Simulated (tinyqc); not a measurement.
Critical points: density of states of one tight-binding band on the simple cubic lattice.

E(k) = -2 t (c1 + c2 + c3) - 4 t2 (c1 c2 + c2 c3 + c3 c1) with ci = cos(2 pi ki); k in fractions of the reciprocal vectors, mesh k_i = j/N with j = 0 .. N-1. Densities are per cell and per spin, so the band holds one state.

Inputs chosen for the exercise: t = 1.98 eV (nearest hopping); t2 = 0.17 eV (second hopping).

The gradient vanishes at these points by symmetry; the signs of the eigenvalues of the second-derivative matrix give the type.

Critical points:

| point | k | E (eV) | positive | negative | type |
|---|---|---|---|---|---|
| Gamma | (0, 0, 0) | -13.9200 | 3 | 0 | minimum |
| X | (0.5, 0, 0) | -3.2800 | 2 | 1 | saddle |
| M | (0.5, 0.5, 0) | 4.6400 | 1 | 2 | saddle |
| R | (0.5, 0.5, 0.5) | 9.8400 | 0 | 3 | maximum |

Gamma is a minimum at -13.920 eV: its contribution to g starts as a square root. X is a saddle at -3.280 eV: g has a square-root kink there. M is a saddle at 4.640 eV: g has a square-root kink there. R is a maximum at 9.840 eV: its contribution to g ends as a square root.

tinyqc: `OMP_NUM_THREADS=1 python tinyqc.py 1650244 1650245 out.jsonl`; about 0.2 s, one thread, shared Intel(R) Xeon(R) Processor @ 2.30GHz.
